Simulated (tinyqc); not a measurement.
Thinning the film: dielectric confinement in a thin film (image charges).

A film |z| < t/2 of dielectric constant eps between half-spaces of dielectric constant e2; lam = (eps - e2)/(eps + e2), q = e^2/(4 pi eps0). The self-energy of a band edge is taken with the high-frequency value, e2 = eh, and the field of a fixed ion with the static one, e2 = eo. A charge at z has images lam^|n| at n t + (-1)^n z. Its self-energy is S(z) = (q/2 eps) sum over n >= 1 of lam^n [1/(n t - 2z) + 1/(n t + 2z)] for odd n and 2 lam^n/(n t) for even n; at the centre S(0) = -(q/(eps t)) ln(1 - lam).

Donor at the centre, lam from the static eo, trial function cos(pi z/t) exp(-rho/l): E(l) = c/(m l^2) - (q/eps) times the integral over k of F(k t) (1 + (k l/2)^2)^(-3/2), with F(x) = F0 + 2 lam exp(-x) G/(1 - lam exp(-x)), F0 = 2[(1 - exp(-x/2))/x + x (1 + exp(-x/2))/(x^2 + 4 pi^2)], G = 2 sinh(x/2)[1/x - x/(x^2 + 4 pi^2)]; c = hbar^2/2m0. The binding energy is -E at the minimum, counted from the subband edge with its self-energy.

Constants: e^2/(4 pi eps0) = 14.39964547 eV angstrom; hbar^2/2m0 = 3.80998211 eV angstrom^2; Ry = 13.60569312 eV.

Inputs chosen for the exercise (near those of a Si (100) film, two-fold valleys, between layers of Al2O3; the results hold for these values, not for the real material):
- eps = 12 (dielectric constant of the film)
- eh = 3.1 (high-frequency dielectric constant outside)
- eo = 8.9 (static dielectric constant outside)
- m = 0.188 m0 (mass in the plane)
- mz = 0.951 m0 (mass across the film)
- ts = (10, 15, 22, 32, 48, 70, 100) angstrom (thicknesses)

<S> is the mean over (2/t) cos^2(pi z/t); confinement c (pi/t)^2/mz; donor binding with and without images.

Results:

| t (angstrom) | <S> (meV) | confinement (meV) | binding, no images (meV) | binding (meV) | l (angstrom) |
|---|---|---|---|---|---|
| 10 | 122.4 | 395.4 | 55.9 | 77.4 | 19.2 |
| 15 | 81.6 | 175.7 | 51.5 | 68.2 | 21.1 |
| 22 | 55.6 | 81.7 | 46.7 | 59.6 | 23.3 |
| 32 | 38.3 | 38.6 | 41.8 | 51.5 | 25.9 |
| 48 | 25.5 | 17.2 | 36.2 | 43.2 | 29.3 |
| 70 | 17.5 | 8.1 | 31.1 | 36.2 | 33.1 |
| 100 | 12.2 | 4.0 | 26.5 | 30.2 | 37.6 |

How do the results move, and what explains it?

Between 100 and 10 angstrom the binding goes from 30.2 to 77.4 meV; quantum confinement alone would take it from 26.5 to 55.9, so the images supply +3.7 and +21.5 meV. |<S>| goes as 1/t and exceeds the confinement energy beyond 32 angstrom. Hard-wall energies above 300 meV (up to t = 10 angstrom) overstate the confinement: walls are finite and valleys non-parabolic.

tinyqc: `OMP_NUM_THREADS=1 python tinyqc.py 1282433 1282434 out.jsonl`; about 0.04 s, one thread, shared Intel(R) Xeon(R) Processor @ 2.30GHz.
